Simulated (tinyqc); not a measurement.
# Electron-beam lithography: double-Gaussian proximity function, edge placement and dose correction for parallel lines, step by step

A worked calculation. Computed by tinyqc, a small Python program that keeps every step. Command: `OMP_NUM_THREADS=1 python tinyqc.py 3113982 3113983 out.jsonl proximity walk`. One thread of a shared host (Intel(R) Xeon(R) Processor @ 2.30GHz), about 0.01 s of CPU time with the checks. Intermediate numbers are printed to about 7 digits and carried at full precision; extremes and crossings named in words are read from the listed rows.

Lines are infinitely long. Absorbed energy is counted so that the middle of a very large area written at dose 1 receives 1; the resist develops where it exceeds 1/2.

Inputs (values chosen for the exercise, of the order of those for 10 keV electrons in resist on silicon):
```
quantity,value,unit
forward range alpha,0.017,micrometre
backscatter range beta,1.2,micrometre
backscatter ratio eta,0.91,-
base dose D0,35,microcoulomb/cm^2
beam current,6.7,nA
pixel size,4,nm
width of the test line,0.05,micrometre
pattern density around the test line,0.26,-
```

line widths (micrometre): [0.94, 0.06, 0.57, 1.7]

gaps between the lines (micrometre): [0.065, 0.13, 0.051]

Constants: e = 1.602176634e-19 C.

## Layout

The first line starts at x = 0; each next one starts after the width and the gap.

Lines (micrometre):
```
line,left edge,right edge,centre
1,0.000,0.940,0.470
2,1.005,1.065,1.035
3,1.195,1.765,1.480
4,1.816,3.516,2.666
```

## Interaction matrix

f(r) = [exp(-r^2/alpha^2)/alpha^2 + eta exp(-r^2/beta^2)/beta^2]/(pi (1 + eta)). A line from a to b at dose d gives E(x) = d [S(alpha) + eta S(beta)]/(1 + eta), S(s) = [erf((b - x)/s) - erf((a - x)/s)]/2. M_ij is the mean of E at the two edges of line i from line j at dose 1.

M:
```
,1,2,3,4
1,0.4361695,0.0098708,0.0660324,0.0395211
2,0.1639111,0.2752089,0.1097279,0.0843722
3,0.1069775,0.0112415,0.3804751,0.1633073
4,0.0323884,0.0044931,0.0620166,0.4892499
```

## Dose correction

Uncorrected edge energies are M 1. Solve M d = 1/2 for the doses d that put the mean edge energy of every line at the threshold.

edge energies at dose 1: 1 0.5515938, 2 0.6332201, 3 0.6620014, 4 0.5881479

corrected doses: 1 0.9525204, 2 0.7230408, 3 0.6516863, 4 0.8696688

largest over smallest dose = 1.461624

Line 1 needs the most and line 3 the least; a narrow isolated line much wider than alpha would need 1 + eta = 1.91.

## Printed widths

Edges are the roots of E(x) = 1/2 between a line centre and the middle of the next gap. Three cases: dose 1 everywhere; one common dose equal to the mean of d; the corrected doses.

Width error, printed less drawn (nm):
```
line,drawn width (nm),dose 1,mean dose,corrected
1,940,6.48533,-9.225753,0.046838
2,60,16.55735,0.878630,0.001227
3,570,21.17893,4.222738,0.006147
4,1700,11.87568,-4.691826,0.053810
```

With the common mean dose the errors span 13.4 nm. With corrected doses the largest error is 0.05 nm.

## Dose to size and latitude

A test line of width w << beta in surroundings of density rho, all at dose d: near its edge E(x) = d [S + eta rho]/(1 + eta), S = [erf((b - x)/alpha) - erf((a - x)/alpha)]/2 for edges a and b, the second term being the background energy. Dose to size d_s = (1 + eta)/(erf(w/alpha) + 2 eta rho), dose = d_s D0; edge slope d [1 - exp(-w^2/alpha^2)]/(sqrt(pi) alpha (1 + eta)); width change per 1 % of dose = 2 x 0.01 x (1/2)/slope.

dose to size d_s = 1.296525

dose = 45.37839 microcoulomb/cm^2

edge slope = 0.02252412 1/nm

width change per 1 % of dose = 0.4439685 nm

background energy = 0.1606062

The background supplies 32 % of the threshold.

## Shot noise and writing time

With dose = d_s D0: electrons per pixel N = dose x pixel area/e; relative noise 1/sqrt(N); time per cm^2 of pattern area = dose x density/current; pixel rate = current/(dose x pixel area).

electrons per pixel = 45.31674

shot noise = 14.85493 %

writing time per cm^2 = 0.4891535 h

pixel rate = 922.7960 MHz

Checks made by the program: corrected edge energies (relative difference below 1e-10).
